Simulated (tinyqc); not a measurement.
Gamma, L and X subbands of a thin body with non-parabolic valleys, step by step. Values are carried at full precision from step to step, so a last printed digit may differ when a step is redone from the rounded ones.

Hard walls, flat band, c = hbar^2/2m0, energies from the bulk Gamma edge. For a valley at angle theta to the normal 1/m_z = cos^2/ml + sin^2/mt and m_d = sqrt(ml mt^2/m_z). Subband n starts at E_v + e with e (1 + a e) = c (n pi/t)^2/m_z, and its density-of-states mass is taken as m_d (1 + 2 a e), without further growth at higher in-plane energy. Groups are named by valley and degeneracy.

Constants: hbar^2/2m0 = 3.80998211 eV angstrom^2; kB = 8.617333262e-05 eV/K.

Values chosen for the exercise (near those of a thin GaSb channel; the results hold for these values, not for the real material):
```
symbol  value           unit         meaning
face    111                          surface
mG      0.0388          m0           Gamma mass
aG      1.16            1/eV         Gamma non-parabolicity
EL      0.075           eV           L edge above Gamma
mL      (1.258, 0.104)  m0           L valleys (four, along <111>): ml, mt
EX      0.329           eV           X edge above Gamma
mX      (1.496, 0.226)  m0           X valleys (three, along <100>): ml, mt
aS      0.42            1/eV         non-parabolicity of L and X
t       82              angstrom     body thickness
Ns      3               x 1e12/cm^2  sheet density
T       300             K            temperature
eot     13              angstrom     equivalent oxide thickness
```

## Valley groups

List degeneracy, edge, m_z, m_d and a.

Groups:
```
group  g  E_v (eV)     m_z     m_d  a (1/eV)
G1     1     0.000  0.0388  0.0388      1.16
L1     1     0.075  1.2580  0.1040      0.42
L3     3     0.075  0.1158  0.3428      0.42
X3     3     0.329  0.3152  0.4924      0.42
```

## Subband edges

n = 1 to 8 for each group; list the ten lowest.

Subbands:
```
subband  g  E (eV)  DOS mass
L1 n=1   1  0.0794    0.1044
L1 n=2   1  0.0927    0.1055
L1 n=3   1  0.1144    0.1074
L3 n=1   3  0.1224    0.3564
G1 n=1   1  0.1258    0.0501
L1 n=4   1  0.1441    0.1100
L1 n=5   1  0.1814    0.1133
L1 n=6   1  0.2255    0.1171
L3 n=2   3  0.2546    0.3945
L1 n=7   1  0.2759    0.1215
```

The lowest subband is L1 n=1, 13 meV below L1 n=2; in the bulk the lowest valley is Gamma.

## Filling and quantum capacitance

n_i = g m/(2 pi c) kB T ln(1 + exp((EF - E_i)/kB T)), sum n_i = Ns (1e12/cm^2 = 1e-4/angstrom^2), c = hbar^2/2m0. Quantum capacitance Cq = 1602.176634 sum g m/(2 pi c) f_i in microfarad/cm^2 with f_i = 1/(1 + exp((E_i - EF)/kB T)); Cox = 34.5313/eot (one gate); C/Cox = Cq/(Cq + Cox), the centroid term left out.

Over the ten listed subbands, named by valley (G, L, X), degeneracy and number.

EF = 0.0723 eV

n_i in the order of the list (1e12/cm^2): [0.637, 0.428, 0.208, 1.558, 0.064, 0.072, 0.018, 0.003, 0.011, 0.000]

Cq = 16.45 microfarad/cm^2
Cox = 2.656 microfarad/cm^2
C/Cox = 0.861

EF lies 7 meV below the lowest edge; Gamma holds 2 % of the electrons. The density of states is ample: only 14 % of the gate capacitance is lost.

## Checks

- Cq against the slope dNs/dEF by finite differences, microfarad/cm^2: both 16.45.

Program tinyqc; command `OMP_NUM_THREADS=1 python tinyqc.py 1250169 1250170 out.jsonl`; about 0.03 s on one thread of a shared Intel(R) Xeon(R) Processor @ 2.30GHz.
